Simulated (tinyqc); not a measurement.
Virtual-crystal alloy in the empirical-pseudopotential method: one step. Levels in the small basis. Four cases, with inputs chosen for the exercise.

Task: Diagonalise; the gap between the fourth and fifth level is a first estimate of the direct gap at X.

Case 1.

H in this small basis (eV), lower triangle:
```
             000      -200    -1+1+1   -1-1-1   -1+1-1   -1-1+1
000      4.94475
-200           0   4.94475
-1+1+1  -2.12043   2.12043   9.88950
-1-1-1   2.12043  -2.12043  -0.38552  9.88950
-1+1-1  -2.12043  -2.12043         0        0  9.88950
-1-1+1  -2.12043  -2.12043         0        0  0.38552  9.88950
```

Case 2.

H in this small basis (eV), lower triangle:
```
             000      -200    -1+1+1   -1-1-1   -1+1-1   -1-1+1
000      4.99134
-200           0   4.99134
-1+1+1  -2.10808   2.10808   9.98268
-1-1-1   2.10808  -2.10808  -0.43930  9.98268
-1+1-1  -2.10808  -2.10808         0        0  9.98268
-1-1+1  -2.10808  -2.10808         0        0  0.43930  9.98268
```

Case 3.

H in this small basis (eV), lower triangle:
```
             000      -200    -1+1+1   -1-1-1   -1+1-1   -1-1+1
000      4.77779
-200           0   4.77779
-1+1+1  -2.14344   2.14344   9.55558
-1-1-1   2.14344  -2.14344  -0.20952  9.55558
-1+1-1  -2.14344  -2.14344         0        0  9.55558
-1-1+1  -2.14344  -2.14344         0        0  0.20952  9.55558
```

Case 4.

H in this small basis (eV), lower triangle:
```
             000      -200    -1+1+1   -1-1-1   -1+1-1   -1-1+1
000      4.93480
-200           0   4.93480
-1+1+1  -2.12588   2.12588   9.86959
-1-1-1   2.12588  -2.12588  -0.38491  9.86959
-1+1-1  -2.12588  -2.12588         0        0  9.86959
-1-1+1  -2.12588  -2.12588         0        0  0.38491  9.86959
```

Give: levels (absolute scale of H); gap.

Result:

Case 1.

levels (absolute scale of H) (eV): 2.601  2.601  9.504  9.504  12.619  12.619

gap = 3.115 eV

The full basis gives 3.884 eV for this gap.

Case 2.

levels (absolute scale of H) (eV): 2.692  2.692  9.543  9.543  12.722  12.722

gap = 3.178 eV

The full basis gives 3.953 eV for this gap.

Case 3.

levels (absolute scale of H) (eV): 2.312  2.312  9.346  9.346  12.231  12.231

gap = 2.885 eV

The full basis gives 3.698 eV for this gap.

Case 4.

levels (absolute scale of H) (eV): 2.579  2.579  9.485  9.485  12.610  12.610

gap = 3.125 eV

The full basis gives 3.902 eV for this gap.

Computed by tinyqc, one run a case: `OMP_NUM_THREADS=1 python tinyqc.py N N+1 out.jsonl` with N = 1080831, 1081077, 1081103, 1081292; one thread of a shared Intel(R) Xeon(R) Processor @ 2.30GHz, about 0.3 s a run at most.
